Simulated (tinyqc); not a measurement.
Frequency dispersion of an accumulation capacitance by border traps, distributed model: two steps of the calculation.

Traps spread evenly through the insulator exchange electrons with the semiconductor by tunnelling, with tau(x) = t0 exp(2 ka x) at depth x from the interface. The admittance per area Y seen at depth x obeys dY/dx = -Y^2/(i w eps0 eox) + q Nb ln(1 + i w tau)/tau, with Y(0) = i w Cs and w = 2 pi f; the gate sees Y(tox) = G + i w C. Working variable y = Y/(i w), in uF/cm^2. Cox = eps0 eox/tox.

Inputs (values chosen for the exercise); permittivity close to that of aluminium oxide: relative permittivity of the insulator eox = 8.84; insulator thickness tox = 3.3 nm; semiconductor capacitance in accumulation Cs = 6.2 uF/cm^2; density of border traps Nb = 2.1e19 cm^-3 eV^-1; decay constant of the wave function in the insulator ka = 3.6 1/nm; time constant of a trap at the interface t0 = 5e-9 s; frequency f = 1e6 Hz; depth down to which the steps are taken xe = 1.2 nm.

Constants: q = 1.602176634e-19 C, eps0 = 8.8541878128e-14 F/cm where lengths are in cm. Results are converted to the units shown.

Task 1. Midpoint steps through the active depth. In terms of y: dy/dx = -y^2/(eps0 eox) + s(x), s = q Nb ln(1 + z)/z, z = i w tau. 8 midpoint steps of h = xe/8: y_half = y + (h/2) y'(x, y), y(new) = y + h y'(x + h/2, y_half).

Wanted: x; s; y.

Result 1.

```
point,x (nm),s (uF/(cm^2 nm)),y (uF/cm^2)
0,0,0.33635-0.00528i,6.2000+0.0000i
1,0.15000,0.33550-0.01550i,5.5930-0.0013i
2,0.30000,0.32849-0.04421i,5.1010-0.0048i
3,0.45000,0.28356-0.10419i,4.6925-0.0140i
4,0.60000,0.16670-0.13418i,4.3385-0.0299i
5,0.75000,0.06907-0.09431i,4.0217-0.0417i
6,0.90000,0.02500-0.04962i,3.7408-0.0455i
7,1.0500,0.00867-0.02287i,3.4935-0.0442i
8,1.2000,0.00297-0.00981i,3.2757-0.0409i
```

Task 2. Capacitance and conductance at the gate. Beyond xe the traps are ignored, so 1/y(tox) = 1/y(xe) + (tox - xe)/(eps0 eox); C = Re y, G/w = -Im y, loss tangent G/(w C).

y at xe = 3.2756898-0.0409279i uF/cm^2

Wanted: y at the gate; C; G/w; loss tangent.

Result 2.

y at the gate = 1.744-0.012i uF/cm^2
C = 1.744 uF/cm^2
G/w = 0.01159 uF/cm^2
loss tangent = 0.006650

Numbers from tinyqc (`OMP_NUM_THREADS=1 python tinyqc.py 2202006 2202007 out.jsonl`; about 0.4 s on one thread of a shared Intel Xeon 2.30GHz).
